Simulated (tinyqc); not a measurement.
Hubbard ring of 3 sites, step by step. Computed by tinyqc, a small Python program that keeps every step. Settings: hopping = 1.53, U = 4.8, mixing = 1, iteration cap = 68. Command: `OMP_NUM_THREADS=1 python tinyqc.py 28137 28138 out.jsonl` (the two numbers bound the seeds that draw the settings). One thread of a shared host (Intel(R) Xeon(R) Processor @ 2.60GHz), about 0.2 s of CPU time with the checks.

one-body matrix (hopping and site energies) (eV), lower triangle:
```
          1         2         3
1  -0.60000
2  -1.53000  -0.39000
3  -1.53000  -1.53000  -0.30000
```

U = 4.80000 eV

electrons, up and down: 2  1

n(up) at the start (a guess, not normalised): 1 0.96700, 2 0.36700, 3 0.96700

n(down) at the start (a guess): 1 0.03300, 2 0.63300, 3 0.03300

Each step fills the lowest levels of T + U n(other spin) and sets n(new) = n + mixing (n(out) - n); stop when output and input agree to 1e-8.

Course of the cycle:

| iteration | E (eV) | largest \|n(out) - n(in)\| | mean \|n_up - n_down\| |
|---|---|---|---|
| 1 | -3.1866433 | 2.25e-01 | 0.66709 |
| 2 | -3.2175716 | 8.33e-02 | 0.70356 |
| 3 | -3.2242106 | 2.66e-02 | 0.70971 |
| 4 | -3.2254904 | 1.62e-02 | 0.71705 |
| 5 | -3.2257226 | 4.80e-03 | 0.71822 |
| 6 | -3.2257637 | 2.86e-03 | 0.71953 |
| 7 | -3.2257709 | 8.38e-04 | 0.71973 |
| 8 | -3.2257721 | 4.96e-04 | 0.71996 |
| 9 | -3.2257723 | 1.45e-04 | 0.71999 |
| 10 | -3.2257724 | 8.58e-05 | 0.72003 |
| 11 | -3.2257724 | 2.51e-05 | 0.72004 |
| 12 | -3.2257724 | 1.49e-05 | 0.72005 |
| 13 | -3.2257724 | 4.35e-06 | 0.72005 |
| 14 | -3.2257724 | 2.57e-06 | 0.72005 |
| 15 | -3.2257724 | 7.52e-07 | 0.72005 |
| 16 | -3.2257724 | 4.45e-07 | 0.72005 |
| 17 | -3.2257724 | 1.30e-07 | 0.72005 |
| 18 | -3.2257724 | 7.70e-08 | 0.72005 |
| 19 | -3.2257724 | 2.25e-08 | 0.72005 |
| 20 | -3.2257724 | 1.33e-08 | 0.72005 |
| 21 | -3.2257724 | 3.90e-09 | 0.72005 |

Can the last value be used, and what does the course show?

No, though the log alone does not show it. Converged in 21 iterations. But random starts reach -3.24342 eV, so this is another stationary point, not the lowest one. Reruns (cap 100 unless said): mixing 0.2: not converged; mixing 0.5: converged in 46 to a higher stationary point (E = -3.22577); mixing 0.9: converged in 22 to a higher stationary point (E = -3.22577). Before convergence this energy mixes input and output and is not variational, so it may rise towards its limit.
